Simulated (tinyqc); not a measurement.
Q-state Potts model on a small periodic square lattice: enumeration, Metropolis, heat-bath and Wolff steps: one step, computed by the program tinyqc. Command: `OMP_NUM_THREADS=1 python tinyqc.py 3111016 3111017 out.jsonl potts walk`. One thread of a shared host (Intel(R) Xeon(R) Processor @ 2.30GHz), about 0.1 s of CPU time with the checks.

E = -J x (number of nearest-neighbour bonds with equal states); n x n sites with periodic edges have 2 n^2 bonds. Order parameter m = (q f - 1)/(q - 1), f being the largest share of one state. Sites are numbered row by row from 0. Here q = 4 and n = 3.

Problem. One Wolff cluster. Seed site = floor(r n^2); new state = (old + 1 + floor(r (q - 1))) mod q. Sites are taken first in, first out; each neighbour (right, left, below, above) with the seed state and not yet in the cluster joins if the next r < p. The cluster then takes the new state.

Update: Wolff cluster.

start states:
```
   1  2  3
1  1  2  0
2  2  0  2
3  3  1  2
```

random numbers, used in turn: 0.4780  0.6422  0.7685  0.1652  0.4021  0.6405  0.9629  0.6775  0.8765  0.2542  0.2079  0.6550  0.9052  0.1831  0.5540  0.9096  0.3974  0.4200  0.2332  0.5404  0.5351  0.1181  0.2369  0.2005  0.7663  0.7302  0.8985  0.0091  0.3968  0.3459  0.5771  0.6060  0.6448  0.6342  0.1246  0.6296  0.9431  0.8195

Give: the table «Bonds tested» with the columns to, r, result, for from = -; seed site; cluster size; states afterwards.

Solution.

Bonds tested:

| from | to | r | result |
|---|---|---|---|
| - | - | - | no equal neighbour |

seed site = 4

cluster size = 1

states afterwards:
```
   1  2  3
1  1  2  0
2  2  2  2
3  3  1  2
```
